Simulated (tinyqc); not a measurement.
Worked calculation (part 1 of 2): CIS and TDHF on RHF in the sto-6g basis, for BeH2, spin multiplicity 1. Computed by tinyqc, a small Python program that keeps every step (integrals from PySCF). Settings: charge = 0, multiplicity = 1, basis = sto-6g, method = RHF, energy threshold = 1e-10, iteration cap = 59, orthogonalisation = symmetric, start = core, DIIS depth = 6, TDHF = 1. Command: `OMP_NUM_THREADS=1 python tinyqc.py 31430 31431 out.jsonl` (the two numbers bound the seeds that draw the settings). One thread of a shared host (Intel(R) Xeon(R) Processor @ 2.60GHz), about 0.1 s of CPU time with the checks. The early iterations of the SCF are left out here.

## One-electron integrals

Geometry (angstrom):
```
atom,x,y,z
Be,0.000000,0.000000,0.000000
H,0.000000,1.382000,0.163000
H,0.000000,-1.382000,0.163000
```

Basis sto-6g: exponents (1/bohr^2) and contraction coefficients of normalised primitives:
```
element,l (shell),exponent,coefficient
Be,s (1),312.870494,0.009164
Be,s (1),57.364463,0.049361
Be,s (1),16.048509,0.168538
Be,s (1),5.513096,0.370563
Be,s (1),2.140897,0.416492
Be,s (1),0.881739,0.130334
Be,s (2),13.633247,-0.013253
Be,s (2),2.698375,-0.046992
Be,s (2),0.838653,-0.033785
Be,s (2),0.322660,0.250242
Be,s (2),0.140131,0.595117
Be,s (2),0.064233,0.240706
Be,p (3),13.633247,0.003760
Be,p (3),2.698375,0.037679
Be,p (3),0.838653,0.173897
Be,p (3),0.322660,0.418036
Be,p (3),0.140131,0.425860
Be,p (3),0.064233,0.101708
H,s (1),35.523221,0.009164
H,s (1),6.513144,0.049361
H,s (1),1.822143,0.168538
H,s (1),0.625955,0.370563
H,s (1),0.243077,0.416492
H,s (1),0.100112,0.130334
```

Overlap, kinetic and nuclear-attraction integrals over the contracted functions; the nuclear repulsion is the sum of Za Zb / Rab.

nuclear repulsion = 3.23362113 hartree

overlap S:
```
,1Be 1s,1Be 2s,1Be 2px,1Be 2py,1Be 2pz,2H 1s,3H 1s
1Be 1s,1.000000,0.254764,0.000000,0.000000,0.000000,0.064308,0.064308
1Be 2s,0.254764,1.000000,0.000000,0.000000,0.000000,0.440075,0.440075
1Be 2px,0.000000,0.000000,1.000000,0.000000,0.000000,0.000000,0.000000
1Be 2py,0.000000,0.000000,0.000000,1.000000,0.000000,0.506694,-0.506694
1Be 2pz,0.000000,0.000000,0.000000,0.000000,1.000000,0.059762,0.059762
2H 1s,0.064308,0.440075,0.000000,0.506694,0.059762,1.000000,0.033033
3H 1s,0.064308,0.440075,0.000000,-0.506694,0.059762,0.033033,1.000000
```

kinetic energy T (hartree):
```
,1Be 1s,1Be 2s,1Be 2px,1Be 2py,1Be 2pz,2H 1s,3H 1s
1Be 1s,6.768753,-0.207382,0.000000,0.000000,0.000000,-0.013985,-0.013985
1Be 2s,-0.207382,0.220121,0.000000,0.000000,0.000000,0.061362,0.061362
1Be 2px,0.000000,0.000000,0.661265,0.000000,0.000000,0.000000,0.000000
1Be 2py,0.000000,0.000000,0.000000,0.661265,0.000000,0.175266,-0.175266
1Be 2pz,0.000000,0.000000,0.000000,0.000000,0.661265,0.020672,0.020672
2H 1s,-0.013985,0.061362,0.000000,0.175266,0.020672,0.768522,-0.007649
3H 1s,-0.013985,0.061362,0.000000,-0.175266,0.020672,-0.007649,0.768522
```

nuclear attraction V (hartree):
```
,1Be 1s,1Be 2s,1Be 2px,1Be 2py,1Be 2pz,2H 1s,3H 1s
1Be 1s,-15.475333,-1.844483,0.000000,0.000000,-0.004116,-0.509455,-0.509455
1Be 2s,-1.844483,-3.017697,0.000000,0.000000,-0.033282,-1.276458,-1.276458
1Be 2px,0.000000,0.000000,-2.944172,0.000000,0.000000,0.000000,0.000000
1Be 2py,0.000000,0.000000,0.000000,-3.161435,0.000000,-1.441572,1.441572
1Be 2pz,-0.004116,-0.033282,0.000000,0.000000,-2.947195,-0.173726,-0.173726
2H 1s,-0.509455,-1.276458,0.000000,-1.441572,-0.173726,-2.942554,-0.107816
3H 1s,-0.509455,-1.276458,0.000000,1.441572,-0.173726,-0.107816,-2.942554
```

core Hamiltonian H = T + V (hartree):
```
,1Be 1s,1Be 2s,1Be 2px,1Be 2py,1Be 2pz,2H 1s,3H 1s
1Be 1s,-8.706580,-2.051865,0.000000,0.000000,-0.004116,-0.523440,-0.523440
1Be 2s,-2.051865,-2.797576,0.000000,0.000000,-0.033282,-1.215096,-1.215096
1Be 2px,0.000000,0.000000,-2.282907,0.000000,0.000000,0.000000,0.000000
1Be 2py,0.000000,0.000000,0.000000,-2.500170,0.000000,-1.266305,1.266305
1Be 2pz,-0.004116,-0.033282,0.000000,0.000000,-2.285929,-0.153054,-0.153054
2H 1s,-0.523440,-1.215096,0.000000,-1.266305,-0.153054,-2.174032,-0.115465
3H 1s,-0.523440,-1.215096,0.000000,1.266305,-0.153054,-0.115465,-2.174032
```

## Two-electron integrals

Functions are numbered as in S; the eight-fold symmetry (ij|kl) = (ji|kl) = (kl|ij) leaves the list below.

Two-electron integrals (ij|kl) in chemists' order, unique and non-zero (hartree):
```
i,j,k,l,(ij|kl)
1,1,1,1,2.299996
2,1,1,1,0.361879
2,1,2,1,0.071926
2,2,1,1,0.570332
2,2,2,1,0.139654
2,2,2,2,0.417773
3,1,3,1,0.015252
3,2,3,1,0.022555
3,2,3,2,0.092340
3,3,1,1,0.570332
3,3,2,1,0.139654
3,3,2,2,0.417773
3,3,3,3,0.450117
4,1,4,1,0.015252
4,2,4,1,0.022555
4,2,4,2,0.092340
4,3,4,3,0.024258
4,4,1,1,0.570332
4,4,2,1,0.139654
4,4,2,2,0.417773
4,4,3,3,0.401601
4,4,4,4,0.450117
5,1,5,1,0.015252
5,2,5,1,0.022555
5,2,5,2,0.092340
5,3,5,3,0.024258
5,4,5,4,0.024258
5,5,1,1,0.570332
5,5,2,1,0.139654
5,5,2,2,0.417773
5,5,3,3,0.401601
5,5,4,4,0.401601
5,5,5,5,0.450117
6,1,1,1,0.094155
6,1,2,1,0.018158
6,1,2,2,0.035059
6,1,3,3,0.034770
6,1,4,1,0.001781
6,1,4,2,0.003435
6,1,4,4,0.035624
6,1,5,1,0.000210
6,1,5,2,0.000405
6,1,5,4,0.000101
6,1,5,5,0.034782
6,1,6,1,0.004848
6,2,1,1,0.211745
6,2,2,1,0.052586
6,2,2,2,0.169572
6,2,3,3,0.163349
6,2,4,1,0.007303
6,2,4,2,0.041872
6,2,4,4,0.181761
6,2,5,1,0.000861
6,2,5,2,0.004939
6,2,5,4,0.002172
6,2,5,5,0.163605
6,2,6,1,0.014634
6,2,6,2,0.099997
6,3,3,1,0.005251
6,3,3,2,0.023448
6,3,4,3,0.007398
6,3,5,3,0.000873
6,3,6,3,0.009561
6,4,1,1,0.221468
6,4,2,1,0.055733
6,4,2,2,0.187937
6,4,3,3,0.176909
6,4,4,1,0.011859
6,4,4,2,0.065298
6,4,4,4,0.209742
6,4,5,1,0.000779
6,4,5,2,0.004936
6,4,5,4,0.003000
6,4,5,5,0.177160
6,4,6,1,0.016322
6,4,6,2,0.126421
6,4,6,4,0.165729
6,5,1,1,0.026121
6,5,2,1,0.006573
6,5,2,2,0.022166
6,5,3,3,0.020866
6,5,4,1,0.000779
6,5,4,2,0.004936
6,5,4,4,0.022993
6,5,5,1,0.005343
6,5,5,2,0.024030
6,5,5,4,0.007649
6,5,5,5,0.022640
6,5,6,1,0.001925
6,5,6,2,0.014911
6,5,6,4,0.018419
6,5,6,5,0.011733
6,6,1,1,0.377419
6,6,2,1,0.095682
6,6,2,2,0.343320
6,6,3,3,0.318496
6,6,4,1,0.016137
6,6,4,2,0.117019
6,6,4,4,0.391948
6,6,5,1,0.001903
6,6,5,2,0.013802
6,6,5,4,0.008663
6,6,5,5,0.319517
6,6,6,1,0.027644
6,6,6,2,0.254003
6,6,6,4,0.341662
6,6,6,5,0.040297
6,6,6,6,0.774999
7,1,1,1,0.094155
7,1,2,1,0.018158
7,1,2,2,0.035059
7,1,3,3,0.034770
7,1,4,1,-0.001781
7,1,4,2,-0.003435
7,1,4,4,0.035624
7,1,5,1,0.000210
7,1,5,2,0.000405
7,1,5,4,-0.000101
7,1,5,5,0.034782
7,1,6,1,0.004396
7,1,6,2,0.012160
7,1,6,4,0.012344
7,1,6,5,0.001608
7,1,6,6,0.021756
7,1,7,1,0.004848
7,2,1,1,0.211745
7,2,2,1,0.052586
7,2,2,2,0.169572
7,2,3,3,0.163349
7,2,4,1,-0.007303
7,2,4,2,-0.041872
7,2,4,4,0.181761
7,2,5,1,0.000861
7,2,5,2,0.004939
7,2,5,4,-0.002172
7,2,5,5,0.163605
7,2,6,1,0.012160
7,2,6,2,0.053770
7,2,6,4,0.053842
7,2,6,5,0.007887
7,2,6,6,0.101298
7,2,7,1,0.014634
7,2,7,2,0.099997
7,3,3,1,0.005251
7,3,3,2,0.023448
7,3,4,3,-0.007398
7,3,5,3,0.000873
7,3,6,3,0.004151
7,3,7,3,0.009561
7,4,1,1,-0.221468
7,4,2,1,-0.055733
7,4,2,2,-0.187937
7,4,3,3,-0.176909
7,4,4,1,0.011859
7,4,4,2,0.065298
7,4,4,4,-0.209742
7,4,5,1,-0.000779
7,4,5,2,-0.004936
7,4,5,4,0.003000
7,4,5,5,-0.177160
7,4,6,1,-0.012344
7,4,6,2,-0.053842
7,4,6,4,-0.051387
7,4,6,5,-0.007774
7,4,6,6,-0.099345
7,4,7,1,-0.016322
7,4,7,2,-0.126421
7,4,7,4,0.165729
7,5,1,1,0.026121
7,5,2,1,0.006573
7,5,2,2,0.022166
7,5,3,3,0.020866
7,5,4,1,-0.000779
7,5,4,2,-0.004936
7,5,4,4,0.022993
7,5,5,1,0.005343
7,5,5,2,0.024030
7,5,5,4,-0.007649
7,5,5,5,0.022640
7,5,6,1,0.001608
7,5,6,2,0.007887
7,5,6,4,0.007774
7,5,6,5,0.005283
7,5,6,6,0.015219
7,5,7,1,0.001925
7,5,7,2,0.014911
7,5,7,4,-0.018419
7,5,7,5,0.011733
7,6,1,1,0.019414
7,6,2,1,0.004693
7,6,2,2,0.013912
7,6,3,3,0.013633
7,6,4,4,0.014417
7,6,5,1,0.000145
7,6,5,2,0.000687
7,6,5,5,0.013685
7,6,6,1,0.001189
7,6,6,2,0.005935
7,6,6,4,0.006738
7,6,6,5,0.000957
7,6,6,6,0.012702
7,6,7,1,0.001189
7,6,7,2,0.005935
7,6,7,4,-0.006738
7,6,7,5,0.000957
7,6,7,6,0.000479
7,7,1,1,0.377419
7,7,2,1,0.095682
7,7,2,2,0.343320
7,7,3,3,0.318496
7,7,4,1,-0.016137
7,7,4,2,-0.117019
7,7,4,4,0.391948
7,7,5,1,0.001903
7,7,5,2,0.013802
7,7,5,4,-0.008663
7,7,5,5,0.319517
7,7,6,1,0.021756
7,7,6,2,0.101298
7,7,6,4,0.099345
7,7,6,5,0.015219
7,7,6,6,0.191414
7,7,7,1,0.027644
7,7,7,2,0.254003
7,7,7,4,-0.341662
7,7,7,5,0.040297
7,7,7,6,0.012702
7,7,7,7,0.774999
```

## Orthogonalisation

S = U s U^T; symmetric (Loewdin) form X = U s^(-1/2) U^T, so that X^T S X = 1.

eigenvalues of S: 0.266720  0.364790  0.927984  1.000000  1.013954  1.700246  1.726305

X:
```
,1Be 1s,1Be 2s,1Be 2px,1Be 2py,1Be 2pz,2H 1s,3H 1s
1Be 1s,1.027155,-0.148495,0.000000,0.000000,-0.002076,0.016686,0.016686
1Be 2s,-0.148495,1.233401,0.000000,0.000000,0.027705,-0.294348,-0.294348
1Be 2px,0.000000,0.000000,1.000000,0.000000,0.000000,0.000000,0.000000
1Be 2py,0.000000,0.000000,0.000000,1.338130,0.000000,-0.413331,0.413331
1Be 2pz,-0.002076,0.027705,0.000000,0.000000,1.003693,-0.039371,-0.039371
2H 1s,0.016686,-0.294348,0.000000,-0.413331,-0.039371,1.274393,-0.090684
3H 1s,0.016686,-0.294348,0.000000,0.413331,-0.039371,-0.090684,1.274393
```

## Iteration 7 (converged): orbitals

converged F (hartree):
```
,1Be 1s,1Be 2s,1Be 2px,1Be 2py,1Be 2pz,2H 1s,3H 1s
1Be 1s,-4.590958,-1.248926,0.000000,0.000000,0.002467,-0.320458,-0.320458
1Be 2s,-1.248926,-0.592272,0.000000,0.000000,-0.025569,-0.395142,-0.395142
1Be 2px,0.000000,0.000000,0.209478,0.000000,0.000000,0.000000,0.000000
1Be 2py,0.000000,0.000000,0.000000,-0.213146,0.000000,-0.326174,0.326174
1Be 2pz,0.002467,-0.025569,0.000000,0.000000,0.205520,-0.030805,-0.030805
2H 1s,-0.320458,-0.395142,0.000000,-0.326174,-0.030805,-0.295345,-0.041629
3H 1s,-0.320458,-0.395142,0.000000,0.326174,-0.030805,-0.041629,-0.295345
```

Diagonalise F' = X^T F X, C = X C', fill 3 alpha and 3 beta electrons from the bottom; D = 2 C_occ C_occ^T. Each column has its largest component positive (the first on a tie).

F' = X^T F X (hartree):
```
,1,2,3,4,5,6,7
1,-4.494012,-0.653046,0.000000,0.000000,0.002588,-0.047136,-0.047136
2,-0.653046,-0.085955,0.000000,0.000000,0.011498,-0.322865,-0.322865
3,0.000000,0.000000,0.209478,0.000000,0.000000,0.000000,0.000000
4,0.000000,0.000000,0.000000,0.253268,0.000000,-0.446213,0.446213
5,0.002588,0.011498,0.000000,0.000000,0.210722,-0.038749,-0.038749
6,-0.047136,-0.322865,0.000000,-0.446213,-0.038749,0.084152,-0.106384
7,-0.047136,-0.322865,0.000000,0.446213,-0.038749,-0.106384,0.084152
```

orbital energies (hartree): MO1 -4.592546, MO2 -0.448691, MO3 -0.409917, MO4 0.203198, MO5 0.209478, MO6 0.446562, MO7 0.853721

coefficients C:
```
,MO1,MO2,MO3,MO4,MO5,MO6,MO7
1Be 1s,0.994647,-0.209970,0.000000,0.049023,0.000000,-0.204562,0.000000
1Be 2s,0.021430,0.562885,0.000000,-0.227840,0.000000,1.161106,0.000000
1Be 2px,0.000000,0.000000,0.000000,0.000000,1.000000,0.000000,0.000000
1Be 2py,0.000000,0.000000,0.498949,0.000000,0.000000,0.000000,1.372344
1Be 2pz,-0.000171,0.027627,0.000000,0.973346,0.000000,0.251212,0.000000
2H 1s,-0.002227,0.396363,0.414353,0.095539,0.000000,-0.789188,-0.964817
3H 1s,-0.002227,0.396363,-0.414353,0.095539,0.000000,-0.789188,0.964817
```

D after iteration 7:
```
,1Be 1s,1Be 2s,1Be 2px,1Be 2py,1Be 2pz,2H 1s,3H 1s
1Be 1s,2.066822,-0.193748,0.000000,0.000000,-0.011942,-0.170879,-0.170879
1Be 2s,-0.193748,0.634597,0.000000,0.000000,0.031094,0.446118,0.446118
1Be 2px,0.000000,0.000000,0.000000,0.000000,0.000000,0.000000,0.000000
1Be 2py,0.000000,0.000000,0.000000,0.497899,0.000000,0.413481,-0.413481
1Be 2pz,-0.011942,0.031094,0.000000,0.000000,0.001527,0.021901,0.021901
2H 1s,-0.170879,0.446118,0.000000,0.413481,0.021901,0.657594,-0.029159
3H 1s,-0.170879,0.446118,0.000000,-0.413481,0.021901,-0.029159,0.657594
```

## Convergence

Stop when the energy changes by less than 1e-10 hartree and every element of the error matrix X^T (F D S - S D F) X is below 3e-06.

Course of the cycle:
```
iteration,E (hartree),change,largest element of the error matrix
1,-15.17316549,-,5.54e-01
2,-15.71197442,-5.39e-01,4.86e-02
3,-15.71560959,-3.64e-03,5.23e-03
4,-15.71569134,-8.17e-05,1.16e-03
5,-15.71569550,-4.16e-06,1.87e-05
6,-15.71569550,-1.10e-09,2.98e-06
7,-15.71569550,-1.64e-11,4.61e-08
```

PySCF RHF in the same basis = -15.71569550 hartree

Converged in 7 iterations.

## Integrals over molecular orbitals

(pq|rs) = sum C_ip C_jq C_kr C_ls (ij|kl), one index at a time.

one-electron integrals over orbitals h = C^T H C (hartree):
```
,1,2,3,4,5,6,7
1,-8.697533,0.218194,0.000000,-0.056270,0.000000,0.200850,0.000000
2,0.218194,-2.424163,0.000000,0.012095,0.000000,-0.206215,0.000000
3,0.000000,0.000000,-2.376467,0.000000,0.000000,0.000000,-0.286959
4,-0.056270,0.012095,0.000000,-2.274372,0.000000,-0.051465,0.000000
5,0.000000,0.000000,0.000000,0.000000,-2.282907,0.000000,0.000000
6,0.200850,-0.206215,0.000000,-0.051465,0.000000,-1.939269,0.000000
7,0.000000,0.000000,-0.286959,0.000000,0.000000,0.000000,-1.834504
```

Two-electron integrals over orbitals (pq|rs), unique and non-zero (hartree):
```
p,q,r,s,(pq|rs)
1,1,1,1,2.280588
2,1,1,1,-0.194480
2,1,2,1,0.026007
2,2,1,1,0.480152
2,2,2,1,-0.006144
2,2,2,2,0.393204
3,1,3,1,0.005780
3,2,3,1,0.013013
3,2,3,2,0.163603
3,3,1,1,0.447941
3,3,2,1,-0.002279
3,3,2,2,0.405787
3,3,3,3,0.428477
4,1,1,1,0.045986
4,1,2,1,-0.005638
4,1,2,2,0.003862
4,1,3,3,0.002145
4,1,4,1,0.016792
4,2,1,1,-0.019374
4,2,2,1,0.001896
4,2,2,2,0.011376
4,2,3,3,0.011278
4,2,4,1,0.014000
4,2,4,2,0.048132
4,3,3,1,-0.000165
4,3,3,2,0.012918
4,3,4,3,0.015652
4,4,1,1,0.567391
4,4,2,1,-0.007631
4,4,2,2,0.361589
4,4,3,3,0.350093
4,4,4,1,-0.005594
4,4,4,2,-0.026745
4,4,4,4,0.454515
5,1,5,1,0.016042
5,2,5,1,0.014915
5,2,5,2,0.048140
5,3,5,3,0.014015
5,4,5,1,-0.003692
5,4,5,2,-0.009649
5,4,5,4,0.025940
5,5,1,1,0.570053
5,5,2,1,-0.007293
5,5,2,2,0.364280
5,5,3,3,0.350958
5,5,4,1,0.001404
5,5,4,2,-0.008729
5,5,4,4,0.400668
5,5,5,5,0.450117
6,1,1,1,-0.190735
6,1,2,1,0.026387
6,1,2,2,-0.006087
6,1,3,3,-0.003156
6,1,4,1,-0.002769
6,1,4,2,0.004228
6,1,4,4,-0.006483
6,1,5,5,-0.004768
6,1,6,1,0.027552
6,2,1,1,0.123819
6,2,2,1,-0.006655
6,2,2,2,-0.020235
6,2,3,3,-0.043615
6,2,4,1,0.004110
6,2,4,2,-0.003566
6,2,4,4,0.051150
6,2,5,5,0.056774
6,2,6,1,-0.004353
6,2,6,2,0.079447
6,3,3,1,-0.001716
6,3,3,2,-0.092429
6,3,4,3,-0.010576
6,3,6,3,0.081902
6,4,1,1,0.016425
6,4,2,1,0.000655
6,4,2,2,0.003705
6,4,3,3,-0.002853
6,4,4,1,0.014306
6,4,4,2,0.039569
6,4,4,4,-0.005207
6,4,5,5,0.006213
6,4,6,1,0.003681
6,4,6,2,0.021023
6,4,6,4,0.044384
6,5,5,1,0.016037
6,5,5,2,0.046274
6,5,5,4,-0.006658
6,5,6,5,0.049780
6,6,1,1,0.487170
6,6,2,1,-0.007004
6,6,2,2,0.395833
6,6,3,3,0.404363
6,6,4,1,0.009061
6,6,4,2,0.026382
6,6,4,4,0.358945
6,6,5,5,0.366989
6,6,6,1,-0.005353
6,6,6,2,-0.024431
6,6,6,4,0.016560
6,6,6,6,0.418489
7,1,3,1,0.010853
7,1,3,2,0.019389
7,1,4,3,-0.000768
7,1,6,3,-0.001148
7,1,7,1,0.020718
7,2,3,1,0.003796
7,2,3,2,-0.044237
7,2,4,3,-0.012188
7,2,6,3,0.060919
7,2,7,1,0.007492
7,2,7,2,0.057500
7,3,1,1,0.142739
7,3,2,1,-0.004562
7,3,2,2,-0.005718
7,3,3,3,-0.020467
7,3,4,1,-0.000501
7,3,4,2,-0.017448
7,3,4,4,0.062179
7,3,5,5,0.062102
7,3,6,1,-0.003614
7,3,6,2,0.073040
7,3,6,4,0.008244
7,3,6,6,-0.023775
7,3,7,3,0.084410
7,4,3,1,-0.002983
7,4,3,2,-0.029309
7,4,4,3,0.011491
7,4,6,3,0.017003
7,4,7,1,-0.004986
7,4,7,2,0.004489
7,4,7,4,0.022480
7,5,5,3,0.013576
7,5,7,5,0.016573
7,6,3,1,0.010441
7,6,3,2,0.138999
7,6,4,3,0.014275
7,6,6,3,-0.090478
7,6,7,1,0.015847
7,6,7,2,-0.053586
7,6,7,4,-0.024695
7,6,7,6,0.133419
7,7,1,1,0.567325
7,7,2,1,-0.008040
7,7,2,2,0.419958
7,7,3,3,0.438144
7,7,4,1,0.001100
7,7,4,2,0.002121
7,7,4,4,0.388909
7,7,5,5,0.386970
7,7,6,1,-0.008225
7,7,6,2,-0.030494
7,7,6,4,-0.007128
7,7,6,6,0.428220
7,7,7,3,-0.006308
7,7,7,7,0.477759
```

## CIS matrix, singlets

A(ia,jb) = (e_a - e_i) d_ij d_ab + 2 (ia|jb) - (ij|ab).

CIS matrix A, singlet (hartree):
```
,1>4,1>5,1>6,1>7,2>4,2>5,2>6,2>7,3>4,3>5,3>6,3>7
1>4,4.261937,0.000000,-0.021963,0.000000,0.035632,0.000000,0.007565,0.000000,0.000000,0.000000,0.000000,0.001981
1>5,0.000000,4.264055,0.000000,0.000000,0.000000,0.037123,0.000000,0.000000,0.000000,0.000000,0.000000,0.000000
1>6,-0.021963,0.000000,4.607043,0.000000,0.007800,0.000000,-0.001702,0.000000,0.000000,0.000000,0.000000,-0.017669
1>7,0.000000,0.000000,0.000000,4.920378,0.000000,0.000000,0.000000,0.023023,0.001447,0.000000,-0.012738,0.000000
2>4,0.035632,0.000000,0.007800,0.000000,0.386564,0.000000,-0.010837,0.000000,0.000000,0.000000,0.000000,-0.005587
2>5,0.000000,0.037123,0.000000,0.000000,0.000000,0.390169,0.000000,0.000000,0.000000,0.000000,0.000000,0.000000
2>6,0.007565,0.000000,-0.001702,0.000000,-0.010837,0.000000,0.658313,0.000000,0.000000,0.000000,0.000000,0.007082
2>7,0.000000,0.000000,0.000000,0.023023,0.000000,0.000000,0.000000,0.997456,0.004934,0.000000,-0.017160,0.000000
3>4,0.000000,0.000000,0.000000,0.001447,0.000000,0.000000,0.000000,0.004934,0.294326,0.000000,-0.018298,0.000000
3>5,0.000000,0.000000,0.000000,0.000000,0.000000,0.000000,0.000000,0.000000,0.000000,0.296466,0.000000,0.000000
3>6,0.000000,0.000000,0.000000,-0.012738,0.000000,0.000000,0.000000,-0.017160,-0.018298,0.000000,0.615920,0.000000
3>7,0.001981,0.000000,-0.017669,0.000000,-0.005587,0.000000,0.007082,0.000000,0.000000,0.000000,0.000000,0.994314
```

## CIS singlet states

dipole integrals <i|r|a> (bohr):
```
,x,y,z
1>4,0.000000,0.000000,0.143132
1>5,0.146232,0.000000,0.000000
1>6,0.000000,0.000000,0.030161
1>7,0.000000,0.133653,0.000000
2>4,0.000000,0.000000,0.955660
2>5,0.960780,0.000000,0.000000
2>6,0.000000,0.000000,0.071574
2>7,0.000000,-0.614893,0.000000
3>4,0.000000,0.113215,0.000000
3>5,0.000000,0.000000,0.000000
3>6,0.000000,-1.163624,0.000000
3>7,0.000000,0.000000,-0.221250
```

Diagonalise A (1 hartree = 27.211386 eV); each vector has its largest component positive (the first on a tie). The transition dipole is mu = sqrt2 sum c_ia <i|r|a>.

singlet excitation energies (eV): 7.980177  8.067251  10.496486  10.607364  16.765770  17.920747  27.059824  27.160533  115.944875  116.040522  125.404503  133.895025

lowest vectors:
```
,state 1,state 2,state 3,state 4,state 5,state 6
1>4,0.000000,0.000000,-0.009277,0.000000,0.000000,-0.001692
1>5,0.000000,0.000000,0.000000,-0.009582,0.000000,0.000000
1>6,0.000000,0.000000,-0.001842,0.000000,0.000000,0.000402
1>7,-0.000129,0.000000,0.000000,0.000000,0.002727,0.000000
2>4,0.000000,0.000000,0.999127,0.000000,0.000000,-0.039564
2>5,0.000000,0.000000,0.000000,0.999954,0.000000,0.000000
2>6,0.000000,0.000000,0.039744,0.000000,0.000000,0.998980
2>7,-0.005619,0.000000,0.000000,0.000000,0.045444,0.000000
3>4,0.998397,0.000000,0.000000,0.000000,-0.056004,0.000000
3>5,0.000000,1.000000,0.000000,0.000000,0.000000,0.000000
3>6,0.056317,0.000000,0.000000,0.000000,0.997392,0.000000
3>7,0.000000,0.000000,0.008686,0.000000,0.000000,-0.021699
```

oscillator strengths 2/3 w |mu|^2: 0.001015  0.000000  0.468448  0.478339  1.172168  0.001286
